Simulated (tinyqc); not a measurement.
Single-photon avalanche diode, trigger probability and counting: effect of the excess bias.

A multiplication layer of width W with the uniform field V/W; alpha = an exp(-bn/E) for electrons, beta = ap exp(-bp/E) for holes (local model, no dead space). a = alpha W, b = beta W. Electrons enter at x = 0, holes at x = W. P0 is the probability that an electron entering at 0 starts a lasting avalanche, PW the same for a hole entering at W.

Breakdown: ln(a/b) = a - b with a not equal to b. Above it PW/(1 - PW) = [P0/(1 - P0)] exp(b - a) and b ln(1 - P0) = a ln(1 - PW); the mean over pairs made evenly in the layer is Pm = ln[(1 - PW)/(1 - P0)]/(a - b). PDP = eta P0; dark counts Gd Pm; avalanche charge Cd Vx/q; afterpulse probability pa (Cd Vx/q) exp(-td/tt) Pm; true rate n = nph PDP + dark counts; measured n/(1 + n td) (non-paralysable) or n exp(-n td) (paralysable); recharge time Rq Cd.

Parameters, values chosen for the exercise; ionisation coefficients close to those of indium phosphide:
- an = 1.1e7 1/cm (electron prefactor)
- bn = 3.11 MV/cm (electron field)
- ap = 4.74e6 1/cm (hole prefactor)
- bp = 2.54 MV/cm (hole field)
- W = 0.5 um (width of the multiplication layer)
- eta = 0.48 (probability that a photon makes a pair that enters the layer)
- Gd = 260 1/s (thermal generation rate in the layer)
- td = 5 ns (dead time)
- Cd = 54 fF (diode capacitance)
- Rq = 200 kohm (quench resistance)
- pa = 9.9e-8 (trapping probability per avalanche carrier)
- tt = 48 ns (trap release time)
- nph = 3.1e7 1/s (photon rate)

Constants: q = 1.602176634e-19 C. Results are converted to the units shown.

Results:

| Vx (V) | Vx/VB (%) | P0 | PW | Pm | PDP | dark counts (1/s) | afterpulse (%) |
|---|---|---|---|---|---|---|---|
| 0.24 | 1.0015 | 0.094030 | 0.12901 | 0.11072 | 0.045135 | 28.786 | 0.079891 |
| 0.6 | 2.5037 | 0.22054 | 0.29004 | 0.25425 | 0.10586 | 66.104 | 0.45865 |
| 0.96 | 4.0058 | 0.33130 | 0.41961 | 0.37476 | 0.15902 | 97.437 | 1.0817 |
| 1.5 | 6.2591 | 0.47162 | 0.56908 | 0.52048 | 0.22638 | 135.32 | 2.3473 |
| 2.4 | 10.015 | 0.64889 | 0.73536 | 0.69326 | 0.31147 | 180.25 | 5.0025 |
| 3.8 | 15.856 | 0.82223 | 0.87475 | 0.84975 | 0.39467 | 220.93 | 9.7085 |
| 6 | 25.037 | 0.94645 | 0.96180 | 0.95453 | 0.45429 | 248.18 | 17.220 |
| 9.6 | 40.058 | 0.99513 | 0.99531 | 0.99522 | 0.47766 | 258.76 | 28.726 |

Estimate the missing row, Vx = 0.38 V.

Computed row:

| Vx (V) | Vx/VB (%) | P0 | PW | Pm | PDP | dark counts (1/s) | afterpulse (%) |
|---|---|---|---|---|---|---|---|
| 0.38 | 1.5856 | 0.14522 | 0.19587 | 0.16954 | 0.069705 | 44.081 | 0.19371 |

With this row back in the table: VB is 23.97 V. P0 rises from 0.0940 to 0.995 and PW rises from 0.129 to 0.995; P0 goes as Vx^(0.95) at the start and Vx^(0.11) at the end. Holes trigger better in every row. The afterpulse probability keeps growing, as Vx^(1.09) at the end, because the avalanche charge grows with Vx. For Vx = 6, 9.6 the excess bias passes a quarter of VB, where tunnelling adds dark counts that are left out here.

Numbers from tinyqc (`OMP_NUM_THREADS=1 python tinyqc.py 2630029 2630030 out.jsonl`; about 0.01 s on one thread of a shared Intel Xeon 2.30GHz).
